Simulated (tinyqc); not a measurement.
Charge neutrality of a doped semiconductor with incomplete ionisation: one step, computed by the program tinyqc. Command: `OMP_NUM_THREADS=1 python tinyqc.py 3022543 3022544 out.jsonl dopant walk`. One thread of a shared host (Intel(R) Xeon(R) Processor @ 2.30GHz), about 0.05 s of CPU time with the checks.

Energies are counted from the top of the valence band; E_D is measured down from the conduction band and E_A up from the valence band.

Task: The closed form for the extrinsic range. With Boltzmann statistics, no holes and every acceptor ionised, n (n + N_A) = n1 (N_D - N_A - n) with n1 = (N_c/g_D) exp(-E_D/k_B T). Take the positive root.

Inputs (values chosen for the exercise, modelled on silicon):

| quantity | value | unit |
|---|---|---|
| donor density N_D | 1.6e+18 | cm^-3 |
| acceptor density N_A | 9.2e+16 | cm^-3 |
| donor depth E_D | 0.0446 | eV |
| donor degeneracy g_D | 2 | - |
| temperature T | 100 | K |

Doping: n-type, compensated. Statistics of the bands: Fermi-Dirac.

N_c = 5.493034e+18 cm^-3

k_B T = 0.008617333 eV

Give: n1; n from the quadratic.

Result:

n1 = 1.5525e+16 cm^-3

n from the quadratic = 1.0842e+17 cm^-3
